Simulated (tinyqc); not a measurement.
Extrapolating accelerated tests: lateral field, substrate current, probability of reaching the oxide barrier and hot-carrier lifetime of a silicon transistor (pseudo-two-dimensional and lucky-electron models). Computed by tinyqc, a small Python program. Command: `OMP_NUM_THREADS=1 python tinyqc.py 3029042 3029043 out.jsonl hotcar walk`. One thread of a shared host (Intel(R) Xeon(R) Processor @ 2.30GHz), about 0.01 s of CPU time with the checks.

Local-field models: a lucky carrier gains its energy at the peak field over a path free of collisions. Voltages are magnitudes.

Inputs (values chosen for the exercise, modelled on a silicon n-channel):
```
quantity                             value                      unit
channel length L                       950                        nm
oxide thickness t                       22                        nm
junction depth x_j                     230                        nm
mobility mu                            340                cm^2/(V s)
saturation velocity v_s                0.8                  1e7 cm/s
threshold voltage V_T                 0.56                         V
gate voltage V_G                       2.8                         V
drain voltage V_D                      5.2                         V
ionisation prefactor A_i           2.1e+06                      1/cm
ionisation field B_i                  1.63                     MV/cm
hot-carrier mean free path lambda      8.6                        nm
oxide barrier phi_b                    3.1                        eV
interface-trap threshold phi_it        3.8                        eV
lifetime constant H                      3  s microampere/micrometre
```

Drain: abrupt.

Constants: eps_0 = 8.8541878128e-12 F/m.

Method:
- C_ox = 3.9 eps_0/t; F_sat = 2 v_s/mu; V_Dsat = V_ov F_sat L/(V_ov + F_sat L), V_ov = V_G - V_T; I_D/W = C_ox v_s (V_ov - V_Dsat).
- Scale length l = 0.22 t^(1/3) x_j^(1/2) (all in cm); F_m = sqrt(((V_D - V_Dsat)/l_e)^2 + F_sat^2), with l_e = l; length of the velocity-saturated region l_e ln((V_D - V_Dsat)/(l_e F_sat) + F_m/F_sat).
- Substrate current I_sub/I_D = (A_i/B_i)(V_D - V_Dsat) exp(-B_i/F_m); probability of reaching the oxide barrier exp(-phi_b/(e lambda F_m)); lifetime tau = (H/(I_D/W)) exp(phi_it/(e lambda F_m)).
- V_10 solves tau = 3.156e8 s at the given V_G. The extrapolation fits ln(tau) against 1/V_D at 1, 1.08, 1.16 and 1.25 times the given V_D (rounded to 3 digits) by least squares and reads off the same tau.

V_Dsat = 1.49229 V

Stress points:
```
V_D (V)  1/V_D (1/V)     tau (s)
5.20         0.19231  3.1721e+05
5.62         0.17794  6.4173e+04
6.03         0.16584  1.7771e+04
6.50         0.15385  5.2453e+03
```

ten-year drain voltage V_10 = 4.0466 V

V_10 from the 1/V_D extrapolation = 3.8868 V

What does the comparison show, and why?

The extrapolation is 160 mV below the true value: ln(tau) is nearly linear in 1/(V_D - V_Dsat), not in 1/V_D, so the straight line errs on the safe side when one extrapolates down.

Extremes, crossings and ranges named in words are read from the listed rows.
